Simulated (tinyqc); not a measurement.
From results back to parameters: WKB tunnelling through a gate dielectric with a two-band (Franz) dispersion. Two cases, with inputs chosen for the exercise.

Problem. In the Fowler-Nordheim regime with a parabolic band J/F^2 is proportional to exp(-B/F), B = (4/3) sqrt(m/c) phi^(3/2), c = hbar^2/2m0, 1 V/angstrom = 100 MV/cm. The ratio below was computed from a hidden barrier.

Constants: hbar^2/2m0 = 3.80998211 eV angstrom^2.

Case 1.

Values chosen (out of a larger set: of the size used for Al2O3 on silicon; not measured data):
- m = 0.26 m0 (mass at the conduction edge)
- F1 = 7.5 MV/cm (first field)
- F2 = 12 MV/cm (second field)

ln[(J2/F2^2)/(J1/F1^2)] = 5.18668

Case 2.

Values chosen (out of a larger set: of the size used for SiO2 on silicon; not measured data):
- m = 0.46 m0 (mass at the conduction edge)
- F1 = 7.2 MV/cm (first field)
- F2 = 12.8 MV/cm (second field)

ln[(J2/F2^2)/(J1/F1^2)] = 16.34201

Find: B; phi.

Solution. B is the logarithm divided by 1/F1 - 1/F2; then phi = (3 B/(4 sqrt(m/c)))^(2/3). The slope fixes only m phi^3, so the mass must be known.

Case 1.

B = 103.73 MV/cm
phi = 2.070 eV

Case 2.

B = 268.94 MV/cm
phi = 3.230 eV

Computed by tinyqc, one run a case: `OMP_NUM_THREADS=1 python tinyqc.py N N+1 out.jsonl` with N = 1482869, 1482876; one thread of a shared Intel(R) Xeon(R) Processor @ 2.30GHz, about 0.01 s a run at most.
